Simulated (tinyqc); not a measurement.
Voltage acceleration of oxide breakdown, four models on the same data: one step of the calculation.

Field E = V/tox in MV/cm. Models: ln(t63/1 s) = a - c X with X = E (E model), -1/E (1/E model), ln V (power law, c the exponent n) or sqrt(E).

Problem. Projection to use conditions. Project to Vu, multiply by exp[(Ea q/kB)(1/Tu - 1/Ts)] and by ks; ten years are 3.15576e8 s. The largest voltage for ten years solves the same relation for V.

Values chosen for this exercise: oxide thickness tox = 1.8 nm; use voltage Vu = 1.3 V; stress temperature Ts = 398 K; use temperature Tu = 328 K; activation energy Ea = 0.54 eV; factor for area and percentile ks = 9.1e-6.

Constants: q = 1.602176634e-19 C, kB = 1.380649e-23 J/K. Results are converted to the units shown.

```
model           c           a
E       2.8500243   49.936104
1/E     584.95573  -32.269032
power   41.028938   47.701211
sqrt E  21.653591   90.929748
```

Find: temperature factor; lifetime; largest voltage for ten years.

Solution.

temperature factor = 28.794

```
model   lifetime (years)  largest voltage for ten years (V)
E                 46.442                             1.3970
1/E            1.2027e10                             1.7524
power              91336                             1.6236
sqrt E            1370.7                             1.5291
```

The lifetimes span 8.41 decades, from the E model (most cautious) to the 1/E model; the allowed voltage spans 1.40 to 1.75 V. 4 of the four models pass ten years at Vu. Lifetimes beyond a thousand years are formal extrapolations.

Range of the model: All four laws are empirical fits; none is established far below the stress range.

Numbers from tinyqc (`OMP_NUM_THREADS=1 python tinyqc.py 2070052 2070053 out.jsonl`; about 0.01 s on one thread of a shared Intel Xeon 2.30GHz).
